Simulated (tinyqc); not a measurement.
Grain-boundary diffusion: Harrison regimes, Fisher and Le Claire analysis, Hart average: one step, computed by the program tinyqc. Command: `OMP_NUM_THREADS=1 python tinyqc.py 3015933 3015934 out.jsonl gbdiff walk`. One thread of a shared host (Intel(R) Xeon(R) Processor @ 2.30GHz), about 0.01 s of CPU time with the checks.

A boundary is a slab of width delta with diffusivity D_b, normal to a surface held at constant concentration; it leaks into grains of diffusivity D.

Question. Penetration along an isolated boundary. Fisher: the mean concentration falls as exp(-y/y_F), y_F = sqrt(P) (pi t/(4 D))^(1/4), with the boundary equation P d2c/dy2 = 2 c sqrt(D/(pi t)). Le Claire (from the Whipple solution): ln c falls as -(y/y_L)^(6/5) with P = 1.322 sqrt(D/t) y_L^2.

Inputs (values chosen for the exercise, for a model polycrystal): temperature T = 732 K; time t = 24000 s.

triple product P = 1.954475e-22 m^3/s

D = 4.078208e-20 m^2/s

Give: Fisher depth y_F; Le Claire depth y_L.

Answer.

Fisher depth y_F = 11.53 um

Le Claire depth y_L = 10.65 um
